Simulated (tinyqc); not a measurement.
# Hot carriers by balance equations with a heated Maxwellian, step by step

A worked calculation. Computed by tinyqc, a small Python program that keeps every step. Command: `OMP_NUM_THREADS=1 python tinyqc.py 3012778 3012779 out.jsonl hot walk`. One thread of a shared host (Intel(R) Xeon(R) Processor @ 2.30GHz), about 0.02 s of CPU time with the checks. Intermediate numbers are printed to about 6 digits and carried at full precision; extremes and crossings named in words are read from the listed rows.

The carriers follow a Maxwellian at an electron temperature T_e, slightly displaced; the drift energy is neglected against k_B T_e. The balance averages the rate, not the time, so mu_0 lies below the relaxation-time value.

Inputs (values chosen for the exercise, modelled on holes in germanium):

| quantity | value | unit |
|---|---|---|
| effective mass m | 0.304 | m_0 |
| density rho | 5323 | kg/m^3 |
| sound velocity v_l | 5170 | m/s |
| acoustic deformation potential D_A | 4.9 | eV |
| phonon energy hbar w | 35.4 | meV |
| optical or intervalley deformation potential D_o | 8.8 | 1e8 eV/cm |
| final valleys Z_f | 1 | - |
| lattice temperature T | 150 | K |
| electric field F | 16 | kV/cm |
| iteration cap | 15 | - |

Band: parabolic. Solver: Newton.

Constants: k_B = 8.617333262e-05 eV/K; k_B = 1.380649e-23 J/K; e = 1.602176634e-19 C; hbar = 1.054571817e-34 J s; m_0 = 9.1093837015e-31 kg; hbar = 6.582119569e-16 eV s.

## Equilibrium values

Parabolic band: E = hbar^2 k^2/(2 m), speed v = hbar k/m, states per spin, volume and energy g(E) = m k/(2 pi^2 hbar^2). Masses are multiplied by m_0 and all formulas are in SI units. Phonon occupation N_q = 1/(exp(hbar w/(k_B T)) - 1). Acoustic deformation potential (elastic, equipartition, absorption and emission together): 1/tau = 2 pi k_B T D_A^2 g(E)/(hbar rho v_l^2). Optical or intervalley deformation potential: 1/tau = (pi Z_f D_o^2/(rho w)) [N_q g(E + hbar w) + (N_q + 1) g(E - hbar w)], with g = 0 below the band edge. Averages over the Maxwellian, <y> = int y x^(1/2) exp(-x) dx / int x^(1/2) exp(-x) dx with x = E/(k_B T_e), split at x_0 = hbar w/(k_B T_e): 64 Gauss-Legendre points in sqrt(x) below it and 128 in sqrt(x - x_0) above it, up to x = 32. Momentum balance: mu(T_e) = e/(m nu), nu = <x (sum of rates)>/<x>. Power lost per carrier: P(T_e) = hbar w <emission rate - absorption rate> + <(2 m v_l^2/(k_B T)) (E - 2 k_B T) acoustic rate>. Energy relaxation time at weak heating: tau_E = (3/2) k_B / (dP/dT_e), the derivative by a central difference of +/- 0.5 K at T_e = T.

low-field mobility mu_0 = 6969.79 cm^2/(V s)

energy relaxation time tau_E = 1.59873 ps

Energy and momentum relax at comparable rates here.

## Balance functions

The field that sustains T_e follows from e mu F^2 = P.

Against the electron temperature:

| T_e (K) | mu (cm^2/(V s)) | P optical (1e9 eV/s) | P acoustic (1e9 eV/s) | F (kV/cm) | drift velocity (1e7 cm/s) |
|---|---|---|---|---|---|
| 165 | 6191.99 | 1.268 | 4.73572e-03 | 0.4533 | 0.28069 |
| 195 | 5067.70 | 4.076 | 1.54448e-02 | 0.8985 | 0.45535 |
| 240 | 4022.20 | 8.651 | 3.42690e-02 | 1.4695 | 0.59107 |
| 300 | 3217.11 | 14.898 | 6.38565e-02 | 2.1566 | 0.69380 |
| 450 | 2275.37 | 29.470 | 1.56416e-01 | 3.6084 | 0.82104 |
| 750 | 1589.37 | 52.861 | 4.03864e-01 | 5.7890 | 0.92009 |
| 1200 | 1193.92 | 78.899 | 8.93991e-01 | 8.1751 | 0.97604 |
| 1800 | 950.10 | 105.217 | 1.72057e+00 | 10.6092 | 1.00798 |

Optical phonons take 100 % of the power in the first row and 98 % in the last. The velocity grows as F^0.71 at first and as F^0.12 at the end, so it levels off; if optical phonons alone set both balances the limit at high T_e would be sqrt(3 hbar w tanh(hbar w/2 k_B T)/(4 m)) = 1.16 in the same unit. Rows above 1400 K (k_B T_e > 0.12 eV) stretch the parabolic band.

## First iteration

Newton: h(T_e) = P - e mu F^2, T_new = T_e - h/h', with h' by a central difference of +/- 0.5 K, limited to the range T to 3 T_e. Start at T_e = 1.5 T.

mu at the start = 4311.46 cm^2/(V s)

P at the start = 7.12723e+09 eV/s

new T_e = 425.665 K

## The whole iteration

Start at T_e = 1.5 T; stop when T_e moves by less than 1e-6 K or exceeds 1e6 K.

Course of the iteration:

| iteration | T_e (K) | mu (cm^2/(V s)) | step (K) |
|---|---|---|---|
| 1 | 225.00 | 4311.46 | 2.00665e+02 |
| 2 | 425.67 | 2376.76 | 4.73095e+02 |
| 3 | 898.76 | 1418.49 | 9.69239e+02 |
| 4 | 1868.00 | 930.97 | 1.17668e+03 |
| 5 | 3044.67 | 716.43 | 5.37791e+02 |
| 6 | 3582.47 | 657.80 | 5.19928e+01 |
| 7 | 3634.46 | 652.86 | 3.75407e-01 |
| 8 | 3634.83 | 652.83 | 1.91291e-05 |
| 9 | 3634.83 | 652.83 | 0 |

electron temperature T_e = 3634.83 K

Converged in 9 iterations.

## Drift velocity

v = mu(T_e) F; warm-carrier coefficient (mu/mu_0 - 1)/F^2.

mobility mu(T_e) = 652.830 cm^2/(V s)

drift velocity = 1.04453 1e7 cm/s

mu/mu_0 = 0.0936656

(mu/mu_0 - 1)/F^2 = -0.00354037 cm^2/kV^2

T_e/T = 24.23; the simple estimate T + (2/3) e mu_0 F^2 tau_E/k_B would give 22218 K, too high since mu falls and tau_E changes as the gas heats. Caution: k_B T_e exceeds 0.12 eV, where non-parabolicity and a non-Maxwellian tail matter.

Checks made by the program: detailed balance, P(T_e = T) = 0, on the scale of P at 1.1 T (relative difference below 1e-10).
